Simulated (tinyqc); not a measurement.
CMOS latch-up, two-transistor model: effect of the current gain of the pnp.

A parasitic pnp (emitter at Vdd, base shunted by Rw) and npn (emitter at ground, base shunted by Rs) feed each other: the npn collector current flows out of the pnp base node, the pnp collector current into the npn base node. Forward-active transistors with constant gains: Icn = Isn exp(Vn/Vt), Icp = Isp (exp(Vp/Vt) - 1). A current Ii is injected into the npn base node.

Node equations: Vp/Rw + Icp/bp = Icn and Vn/Rs + Icn/bn = Icp + Ii. Loop gain G = gn gp/[(1/Rw + gp/bp)(1/Rs + gn/bn)], gn = Icn/Vt, gp = (Icp + Isp)/Vt; the off state ends where G = 1, and Ii there is the trigger current. On state with both base-emitter voltages at Von: npn base current Ib = (Von/Rs + bp Von/Rw)/(bn bp - 1), holding current Ih = (bn + 1) Ib + Von/Rs, holding voltage Vh = Vsat + Von + R2 (Ib + Von/Rs).

Parameters, values chosen for the exercise; values close to those of bulk CMOS:
- T = 300 K (temperature)
- bn = 11.6 (current gain of the npn)
- Isn = 9.8e-16 A (saturation current of the npn at T)
- Isp = 9e-16 A (saturation current of the pnp at T)
- Rs = 1100 ohm (substrate resistance shunting the npn)
- Rw = 450 ohm (well resistance shunting the pnp)
- R2 = 41 ohm (resistance from the pnp collector to the npn base)
- Von = 0.76 V (base-emitter voltage in the on state)
- Vsat = 0.17 V (saturation voltage)
- Vdd = 1.2 V (supply voltage)

Constants: q = 1.602176634e-19 C, kB = 1.380649e-23 J/K, Vt = kB T/q. Results are converted to the units shown.

Effect of the current gain of the pnp:

| bp | Vn at trigger (V) | trigger current (mA) | Ih (mA) | Vh (V) |
|---|---|---|---|---|
| 0.1 | 0.73965 | 0.78327 | 68.400 | 1.1787 |
| 0.2 | 0.72356 | 0.76638 | 10.510 | 0.99028 |
| 0.4 | 0.72234 | 0.76384 | 5.4210 | 0.97372 |
| 0.79 | 0.72194 | 0.76288 | 3.8164 | 0.96850 |
| 1.6 | 0.72177 | 0.76244 | 3.1256 | 0.96625 |
| 3.1 | 0.72169 | 0.76224 | 2.8269 | 0.96528 |
| 6.1 | 0.72165 | 0.76214 | 2.6765 | 0.96479 |
| 12 | 0.72163 | 0.76209 | 2.6017 | 0.96454 |

As bp goes from 0.1 to 12, the trigger current falls from 0.783 to 0.762 mA, Ih falls from 68.4 to 2.60 mA and Vh falls from 1.18 to 0.965 V. Vh exceeds the supply Vdd = 1.2 V, which then cannot sustain a latched state, in 0 of the 8 rows. For bp = 0.052 the product of the gains is about one or less, so there is no latched state. For bp = 0.1 the holding current passes 50 mA, where high injection lowers the gains.

Program tinyqc, `OMP_NUM_THREADS=1 python tinyqc.py 2670058 2670059 out.jsonl`; Intel Xeon 2.30GHz, shared host, one thread, about 0.04 s.
